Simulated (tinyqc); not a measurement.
Transfer curve: field-effect mobility of a thin-film transistor with band-tail and deep states (multiple trapping). Computed by tinyqc, a small Python program. Command: `OMP_NUM_THREADS=1 python tinyqc.py 3026223 3026224 out.jsonl tft walk`. One thread of a shared host (Intel(R) Xeon(R) Processor @ 2.30GHz), about 0.03 s of CPU time with the checks.

A thick film in accumulation at small drain voltage. Only free electrons move; trapped ones still screen the gate. N_c and mu_0 are held fixed when T changes, leaving out the T^(3/2) growth of N_c. x = E_0 - psi is the distance of the Fermi level below the band edge.

Inputs (values chosen for the exercise, modelled on polycrystalline silicon):

| quantity | value | unit |
|---|---|---|
| permittivity eps | 11.7 | - |
| effective density of states N_c | 2.7e+19 | 1/cm^3 |
| band mobility mu_0 | 140 | cm^2/(V s) |
| tail density at the edge g_t | 6.4e+20 | 1/(eV cm^3) |
| tail width E_t | 60 | meV |
| flat-band Fermi level below the edge, E_0 | 0.61 | eV |
| equivalent oxide thickness t | 90 | nm |
| temperature T | 200 | K |

Deep states: none.

Constants: k_B = 8.617333262e-05 eV/K; e = 1.602176634e-19 C; eps_0 = 8.8541878128e-12 F/m.

Method:
- F_j(eta) = int_0^infinity x^j/(1 + exp(x - eta)) dx, without a gamma-function factor.
- Integrals over x = E/(k_B T) use 160 Gauss-Legendre points in u = sqrt(x) from 0 to sqrt(max(eta, 0) + 32).
- Free n(x) = N_c (2/sqrt(pi)) F_1/2(-x/k_B T), with F_1/2 from its two-term series in exp(-x/k_B T) for x >= 12 k_B T; tail n_t(x) = int_0^1.2eV g_t exp(-E/E_t)/(1 + exp((x - E)/k_B T)) dE, E counted down from the edge, 120 Gauss-Legendre points; space charge rho(psi) = n + n_t less its value at psi = 0.
- Poisson: F(psi) = sqrt((2 e/(eps eps_0)) int_0^psi rho dpsi'); V_G - V_FB = psi_s + eps F(psi_s) t/3.9; free sheet density N_f = int (n - n(E_0))/F dpsi; induced sheet density N_i = eps eps_0 F(psi_s)/e; trapezoid rule on 301 even points in psi, the first interval left out of N_f.
- mu_eff = mu_0 N_f/N_i; field-effect mobility mu_FE = mu_0 e (dN_f/dV_G)/C_ox and swing S = dV_G/dlog10(N_f), by a central difference of +/- 2 mV in psi_s; C_ox = 3.9 eps_0/t.

Against the band bending:

| psi_s (V) | V_G - V_FB (V) | N_f (1/cm^2) | mu_eff (cm^2/(V s)) | mu_FE (cm^2/(V s)) | S (mV/decade) |
|---|---|---|---|---|---|
| 0.21 | 1.021 | 1.5527e+03 | 1.1199e-06 | 5.1107e-06 | 410 |
| 0.30 | 2.108 | 1.2625e+05 | 4.0819e-05 | 2.1951e-04 | 775 |
| 0.38 | 3.952 | 6.5938e+06 | 1.0792e-03 | 6.1515e-03 | 1445 |
| 0.44 | 6.352 | 1.2931e+08 | 1.2787e-02 | 7.4402e-02 | 2343 |
| 0.49 | 9.472 | 1.5476e+09 | 1.0073e-01 | 5.9103e-01 | 3531 |
| 0.54 | 14.199 | 1.8480e+10 | 7.9094e-01 | 4.6098e+00 | 5405 |
| 0.58 | 19.810 | 1.3094e+11 | 3.9807e+00 | 2.1692e+01 | 8137 |
| 0.62 | 28.403 | 7.8168e+11 | 1.6448e+01 | 6.6887e+01 | 15738 |
| 0.67 | 46.575 | 3.7100e+12 | 4.7248e+01 | 1.1080e+02 | 45067 |

The steepest swing among the rows is 410 mV/decade. mu_eff climbs from 1.1e-6 to 47, 34 % of mu_0 in the last row. Between rows 6 and 7 N_f scales as (V_G - V_FB - psi_s)^5.72; an exponential tail holding all the charge would give the larger of 1 and 2 E_t/k_B T - 1, here 5.96, and free charge alone 1. The last row needs an oxide field above 5 MV/cm, near or beyond breakdown.
